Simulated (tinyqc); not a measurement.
Comparisons within one model: standing waves and exposure in a photoresist film. A value that a table varies takes the place of the one given here.

Normal incidence from air. Unexposed resist: N1 = n1 + i k1 with k1 = (A + B) lam/(4 pi), lam in micrometres. r01 = (1 - N1)/(1 + N1), t01 = 2/(1 + N1). Below the resist lie the layer Na = na + i ka and the substrate Ns = ns + i ks: r12 = (r1a + ras x)/(1 + r1a ras x), x = exp(4 pi i Na da/lam), r1a = (N1 - Na)/(N1 + Na), ras = (Na - Ns)/(Na + Ns). With p = exp(2 pi i N1 d/lam), the field at depth z is E(z) = t01 [exp(2 pi i N1 z/lam) + r12 p^2 exp(-2 pi i N1 z/lam)]/(1 + r01 r12 p^2), the relative intensity I(z) = n1 |E(z)|^2 and the reflectance R = |(r01 + r12 p^2)/(1 + r01 r12 p^2)|^2.

Inputs chosen for the exercise (a resist on Si, indices near tabulated ones; shifted at random, so the results belong to these values and not to a real crystal):

| symbol | value | unit | meaning |
|---|---|---|---|
| lam | 365 | nm | vacuum wavelength |
| n1 | 1.695 |  | resist index |
| A | 0.85 | 1/micrometre | bleachable absorption (Dill A) |
| B | 0.06 | 1/micrometre | fixed absorption (Dill B) |
| d | 691 | nm | resist thickness |
| ns | 6.528 |  | substrate n |
| ks | 2.775 |  | substrate k |
| na | 1.742 |  | n of the bottom antireflection layer |
| ka | 0.341 |  | its k |
| da | 33 | nm | its thickness |

## Swing of the coupled dose with resist thickness

The mean of I is taken over 800 depths; the relative dose to clear is taken as 1/(mean of I over the lowest period, 60 depths), scaled to 1 in the first row.

Swing:

| d (nm) | R | mean I | relative dose |
|---|---|---|---|
| 691.0 | 0.1183 | 0.8159 | 1.000 |
| 708.9 | 0.2165 | 0.7143 | 1.143 |
| 726.9 | 0.2288 | 0.6905 | 1.173 |
| 744.8 | 0.1486 | 0.7509 | 1.077 |
| 762.8 | 0.0313 | 0.8464 | 0.967 |
| 780.7 | 0.0100 | 0.8597 | 0.972 |
| 798.7 | 0.1076 | 0.7682 | 1.104 |
| 816.6 | 0.1987 | 0.6807 | 1.248 |
| 834.6 | 0.2102 | 0.6605 | 1.279 |
| 852.5 | 0.1355 | 0.7132 | 1.185 |
| 870.4 | 0.0294 | 0.7936 | 1.078 |
| 888.4 | 0.0102 | 0.8037 | 1.084 |
| 906.3 | 0.0984 | 0.7259 | 1.217 |

The period is 107.7 nm, six rows. The relative dose swings between 0.967 and 1.279, a ratio (max - min)/mean of 0.279, against the estimate 4 sqrt(|r01|^2 |r12|^2) exp(-(A + B) d) = 0.276 for the oscillating part alone; the ratio from the table also holds the slow rise from absorption, 21.7 % over two periods, so the two are not strictly comparable. The dose is least sensitive to thickness at an extremum; the lowest dose listed is at 762.8 nm.

## Tuning the antireflection layer

da takes the values listed; the contrast is (Imax - Imin)/(Imax + Imin) over the lowest period of the resist (60 depths).

Results:

| da (nm) | \|r12\|^2 | contrast |
|---|---|---|
| 0 | 0.4096 | 0.894 |
| 10 | 0.3985 | 0.866 |
| 20 | 0.3542 | 0.843 |
| 30 | 0.2775 | 0.788 |
| 40 | 0.1885 | 0.695 |
| 50 | 0.1107 | 0.577 |
| 60 | 0.0572 | 0.448 |
| 75 | 0.0250 | 0.318 |
| 90 | 0.0326 | 0.363 |
| 110 | 0.0559 | 0.401 |
| 140 | 0.0363 | 0.330 |

|r12|^2 starts at 0.4096 and is lowest, 0.0250, at 75 nm of those listed, where the contrast is 0.318 against 0.894. The contrast follows 2|r|/(1 + |r|^2), so even |r12|^2 = 0.01 leaves about 0.2. No listed thickness brings |r12|^2 below 0.01.

## What moves the exposure

The mean of I is over 800 depths. Each row changes one parameter from the base and keeps the others.

Results:

| case | \|r12\|^2 | R | mean I | I at the bottom |
|---|---|---|---|---|
| base | 0.2509 | 0.1183 | 0.8159 | 0.8212 |
| d = 701 nm | 0.2509 | 0.1815 | 0.7516 | 0.7551 |
| n1 = 1.712 | 0.2524 | 0.1695 | 0.7690 | 0.7804 |
| B = 0.26 1/micrometre | 0.2489 | 0.1026 | 0.7527 | 0.7131 |
| ks = 2.498 | 0.2467 | 0.1153 | 0.8160 | 0.8116 |
| da = 43 nm | 0.1632 | 0.1460 | 0.7326 | 0.8555 |
| ka = 0.443 | 0.2301 | 0.1049 | 0.8148 | 0.7775 |

The largest shifts from the base row, up to three for each result and ties (the steps differ in size, so this ranks the rows, not the parameters). |r12|^2: da -0.0877, ka -0.0208, ks -0.0042; unchanged at the printed digits by d. R: d +0.0632, n1 +0.0512, da +0.0276. mean I: da -0.0833, d -0.0642, B -0.0632. I at the bottom: B -0.1081, d -0.0661, ka -0.0437.

tinyqc: `OMP_NUM_THREADS=1 python tinyqc.py 1680892 1680893 out.jsonl`; about 0.01 s, one thread, shared Intel(R) Xeon(R) Processor @ 2.30GHz.
